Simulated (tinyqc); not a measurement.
# Which input was changed?

Model: current of a Schottky diode by thermionic-emission-diffusion theory, and its read-back from I-V-T and C-V data. Computed by tinyqc, a small Python program. Command: `OMP_NUM_THREADS=1 python tinyqc.py 3017865 3017866 out.jsonl schottky which`. One thread of a shared host (Intel(R) Xeon(R) Processor @ 2.30GHz), about 0.03 s of CPU time with the checks.

Full ionisation, no tunnelling, no recombination current. V is the voltage across the junction itself, forward positive.

Inputs (values chosen for the exercise, modelled on n-type amorphous oxide):
```
quantity                                     value          unit
Richardson constant A*                        40.9  A/(cm^2 K^2)
effective density of states at 300 K, N_c  4.8e+18        1/cm^3
permittivity eps                                10             -
mobility mu                                    9.2    cm^2/(V s)
barrier without image force phi_0 (mean)     0.852            eV
doping N                                   1.9e+17        1/cm^3
junction voltage V                            0.31             V
temperature T                                  300             K
standard deviation sigma                        57           meV
relative change of sigma^2 with bias, rho     0.67           1/V
```

Barrier: Gaussian spread of heights.

Constants: k_B = 8.617333262e-05 eV/K; e = 1.602176634e-19 C; eps_0 = 8.8541878128e-12 F/m.

Method:
- N_c(T) = N_c (T/300 K)^(3/2); V_bi = phi_0 - (k_B T/e) ln(N_c(T)/N); surface field F = sqrt(2 e N (V_bi - V - k_B T/e)/(eps eps_0)); image lowering d_phi = sqrt(e F/(4 pi eps eps_0)); effective barrier phi = phi_0 - d_phi - sigma^2 (1 - rho V)/(2 k_B T).
- Collection velocity v_R = A* T^2/(e N_c(T)); diffusion velocity v_D = mu F; J = e N_c(T) v_R/(1 + v_R/v_D) exp(-phi/k_B T) [exp(e V/k_B T) - 1].
- Ideality n = (e/k_B T)/(d ln J/dV) by a central difference of +/- 1 mV; J_0 = J exp(-e V/(n k_B T)); apparent barrier phi_IV = k_B T ln(A* T^2/J_0); a C-V plot gives phi_CV = phi_0, the mean without lowering.

Problem. One of these inputs alone was changed, within the range given: doping N (9.5e+16 to 3.8e+17); junction voltage V (0.155 to 0.62); standard deviation sigma (28.5 to 114); permittivity eps (5 to 20). Which one, and to what value?

Results:
```
run     apparent barrier phi_IV (eV)  ideality factor n  image lowering (meV)
before                     0.7593883           1.102936              49.83674
after                      0.7168879           1.138698              49.83674
```

Solution.

Each candidate set to reproduce apparent barrier phi_IV, and what it then gives:
```
candidate                           range searched  value needed  ideality factor n  image lowering (meV)
doping N (1/cm^3)               9.5e+16 to 3.8e+17  out of reach                  -                     -
junction voltage V (V)               0.155 to 0.62        0.5934             1.2174                38.194
standard deviation sigma (meV)         28.5 to 114         73.80             1.1387                49.837
permittivity eps                           5 to 20         5.211             1.1230                81.260
```

Only standard deviation sigma fits every result: it went from 57 to 73.8 meV. The next best candidate, junction voltage V, misses one result by 23 %.
